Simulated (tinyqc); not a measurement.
Comparisons within one model: virtual-crystal alloy in the empirical-pseudopotential method. A value that a table varies takes the place of the one given here.

Empirical pseudopotential on the fcc lattice, atoms at +/- tau, tau = a (1,1,1)/8, no spin-orbit coupling. H(G,G') = c (2 pi/a)^2 |k + G|^2 delta + VS(q) cos(q.tau) + i VA(q) sin(q.tau), q = G - G', c = hbar^2/2m0; k and G in units of 2 pi/a; VS at |q|^2 = 3, 8, 11 and VA at 3, 4, 11, in rydberg, zero elsewhere. At each k the basis holds all G with |k + G|^2 up to 16; energies are counted from the fourth level at Gamma.

Virtual crystal A(1-x)B(x): a = (1 - x) a_A + x a_B. Rule linear: V = (1 - x) V_A + x V_B. Rule volume: V = [(1 - x) a_A^3 V_A + x a_B^3 V_B]/a^3, since a form factor is an atomic potential divided by the cell volume.

Constants: hbar^2/2m0 = 3.80998211 eV angstrom^2; Ry = 13.60569312 eV.

Parameters, chosen for this exercise (classic local form factors of the size used for Si (A) and Ge (B), which place X and L only to a few tenths of an eV; shifted at random, so the results belong to these values and not to a real crystal):
- a = (5.434, 5.653) angstrom (lattice constants of A, B)
- VSA = (-0.215, 0.039, 0.081) Ry (symmetric form factors of A)
- VAA = (0, 0, 0) Ry (antisymmetric form factors of A)
- VSB = (-0.229, 0.009, 0.059) Ry (symmetric form factors of B)
- VAB = (0, 0, 0) Ry (antisymmetric form factors of B)
- rule = volume (mixing rule)

## Gaps across the alloy

Gaps from the valence top to the fifth band at Gamma, at L = (1/2,1/2,1/2) and at the lowest of k = (f,0,0), f = 0.70, 0.75, ..., 1.00. Bowing C = 4 [(E(0) + E(1))/2 - E(1/2)].

Gaps (eV):

| x | Gamma | Delta/X | f of the minimum | L | lowest |
|---|---|---|---|---|---|
| 0.000 | 3.455 | 0.909 | 0.85 | 1.889 | Delta/X |
| 0.167 | 3.426 | 0.914 | 0.85 | 1.713 | Delta/X |
| 0.333 | 2.951 | 0.918 | 0.85 | 1.537 | Delta/X |
| 0.500 | 2.484 | 0.921 | 0.85 | 1.362 | Delta/X |
| 0.667 | 2.027 | 0.923 | 0.85 | 1.190 | Delta/X |
| 0.833 | 1.579 | 0.923 | 0.85 | 1.019 | Delta/X |
| 1.000 | 1.141 | 0.924 | 0.85 | 0.852 | L |

bowing (eV): Gamma -0.745, Delta/X -0.018, L 0.034

What can be read from the table?

The lowest valley changes: Delta/X to L between x = 0.833 and 1.000. From A to B the Gamma gap moves by -2.31 eV, L by -1.04 eV and Delta/X by +0.01 eV; a move of Delta/X below about 0.4 eV is within the error of such form factors, sign included. The virtual crystal holds no disorder and no bond relaxation, so its bowing comes from the non-linear dependence on the mean potential and volume alone, and it may differ from measured bowing, which is positive in these alloys, in size and even in sign; crossings move with it; where the character of the fifth band at Gamma changes along x, its value mixes two levels.

## Two mixing rules

Gaps from the valence top to the fifth band at Gamma, at L = (1/2,1/2,1/2) and at the lowest of k = (f,0,0), f = 0.70, 0.75, ..., 1.00. Both rules agree at the ends.

Gaps (eV):

| x | Gamma, linear | Delta/X, linear | L, linear | Gamma, volume | Delta/X, volume | L, volume |
|---|---|---|---|---|---|---|
| 0.25 | 3.247 | 0.920 | 1.649 | 3.187 | 0.916 | 1.625 |
| 0.50 | 2.564 | 0.927 | 1.396 | 2.484 | 0.921 | 1.362 |
| 0.75 | 1.862 | 0.928 | 1.130 | 1.802 | 0.923 | 1.104 |

How do the results move?

At x = 0.5 the volume rule moves Gamma by -80 meV, Delta/X by -6 meV and L by -34 meV, that is the bowing by -4 times these; the lattice constants differ by 4.0 %, and the rules would coincide for equal ones.

(tinyqc, `OMP_NUM_THREADS=1 python tinyqc.py 1050705 1050706 out.jsonl`, Intel(R) Xeon(R) Processor @ 2.30GHz, 1 thread, shared host, about 0.3 s.)
